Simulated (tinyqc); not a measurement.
p-n diode, drift-diffusion by the Gummel loop with Scharfetter-Gummel fluxes: two steps of the calculation.

Abrupt junction at x = 0, p side from -Lp, n side to Ln, ohmic contacts. psi is counted from the intrinsic level; n = ni exp((psi - phin)/Vt), p = ni exp((phip - psi)/Vt). Contacts: p side psi = V - Vt ln(Na/ni), p = Na, n = ni^2/Na; n side psi = Vt ln(Nd/ni), n = Nd, p = ni^2/Nd. Constant mobilities, D = mu Vt, Boltzmann statistics, SRH recombination through a mid-gap level, U = (n p - ni^2)/(tp (n + ni) + tn (p + ni)). Current is positive from the p contact to the n contact.

Values chosen for this exercise; band and dielectric values close to those of indium phosphide: temperature T = 350 K; acceptor density of the p side Na = 1.4e17 cm^-3; donor density of the n side Nd = 7.4e15 cm^-3; electron mobility mun = 3600 cm^2/(V s); hole mobility mup = 150 cm^2/(V s); SRH lifetime of electrons tn = 9e-9 s; SRH lifetime of holes tp = 2e-7 s; uniform generation rate G = 0 cm^-3 s^-1.

Constants: q = 1.602176634e-19 C, kB = 1.380649e-23 J/K, Vt = kB T/q. Results are converted to the units shown.

Task 1. Electron continuity. With psi and p held, F_i = (mun Vt/h_i) [n_(i+1) B(d_i) - n_i B(-d_i)], d_i = (psi_(i+1) - psi_i)/Vt, B(d) = d/(exp(d) - 1); solve F_i - F_(i-1) = w_i [(n_i p_i - ni^2)/den_i - G] for the new n, with den = tp (n + ni) + tn (p + ni) taken at the old n and p, h_i = x_(i+1) - x_i, w_i = (h_(i-1) + h_i)/2; phin = psi - Vt ln(n/ni).

```
node  x (nm)      psi (V)  n after Poisson (cm^-3)  p after Poisson (cm^-3)
0      -5700  -0.23652237                3.4915191                   1.4e17
1      -2180  -0.23652237              2.7466223e5                   1.4e17
2       -818  -0.23652237              2.7466223e5             1.4000000e17
3       -295  -0.23652204              2.7466530e5             1.3999844e17
4      -92.8  -0.23635626              2.7617916e5             1.3923104e17
5        -15  -0.22416802              4.1370793e5             9.2946520e16
6         15  -0.10932607              1.8635677e7             2.0633923e15
7         64   0.05173412              3.8860625e9             9.8950321e12
8        144   0.25934009             3.7923132e12             1.0139646e10
9        274   0.45055142             2.1489492e15              1.7893728e7
10       487   0.48616574             6.9992228e15              5.4938546e6
11       834   0.48781608             7.3928806e15              5.2013166e6
12      1400   0.48784512                   7.4e15                66.055767
```

ni = 6.9915140e8 cm^-3

Give: new n; phin after round 1.

Result 1.

```
node  new n (cm^-3)  phin after round 1 (V)
0            3.4915                 0.34000
1          1.6360e5                 0.01563
2          2.3247e5                 0.00503
3          2.6009e5                 0.00164
4          2.7242e5                 0.00041
5          4.1327e5                 0.00003
6          1.8635e7                 0.00000
7          3.8860e9                 0.00000
8         3.7923e12                 0.00000
9         2.1489e15                 0.00000
10        6.9992e15                 0.00000
11        7.3929e15                 0.00000
12        7.4000e15                 0.00000
```

Task 2. Recombination and current. U_i as defined. J = Jn at the p contact + Jp at the n contact + q sum w_i U_i - q G sum w_i over the inner nodes, which avoids differences of large majority fluxes: Jn = (q mun Vt/h_0)[n_1 B(d_0) - n_0 B(-d_0)], Jp = (q mup Vt/h_last)[p_(N-1) B(d_last) - p_N B(-d_last)], d_i = (psi_(i+1) - psi_i)/Vt, B(d) = d/(exp(d) - 1), w_i = (h_(i-1) + h_i)/2.

```
node  x (nm)  converged psi (V)  converged n (cm^-3)  converged p (cm^-3)
0      -5700        -0.23652237            3.4915191               1.4e17
1      -2180        -0.23652237          1.6360040e5               1.4e17
2       -818        -0.23652237          2.3246713e5         1.4000000e17
3       -295        -0.23652204          2.6008690e5         1.3999844e17
4      -92.8        -0.23635626          2.7242266e5         1.3923104e17
5        -15        -0.22416802          4.1327315e5         9.2946520e16
6         15        -0.10932607          1.8634966e7         2.0633923e15
7         64         0.05173412          3.8860322e9         9.8950313e12
8        144         0.25934009         3.7923132e12         1.0139449e10
9        274         0.45055142         2.1489492e15          1.7788724e7
10       487         0.48616574         6.9992228e15          4.8267168e6
11       834         0.48781608         7.3928806e15          2.8596288e6
12      1400         0.48784512               7.4e15            66.055767
```

ni = 6.9915140e8 cm^-3

Wanted: U; Jn at the p contact; Jp at the n contact; recombination; generation; J.

Result 2.

U, node 0 to 12 (cm^-3 s^-1): 0  1.818e13  2.583e13  2.890e13  3.027e13  4.592e13  2.071e15  4.273e17  5.068e16  8.894e13  2.413e13  1.430e13  0
Jn at the p contact = 8.085e-9 A/cm^2
Jp at the n contact = 3.660e-8 A/cm^2
recombination = 5.300e-7 A/cm^2
generation = 0 A/cm^2
J = 5.747e-7 A/cm^2

Program tinyqc, `OMP_NUM_THREADS=1 python tinyqc.py 2240169 2240170 out.jsonl`; Intel Xeon 2.30GHz, shared host, one thread, about 0.2 s.
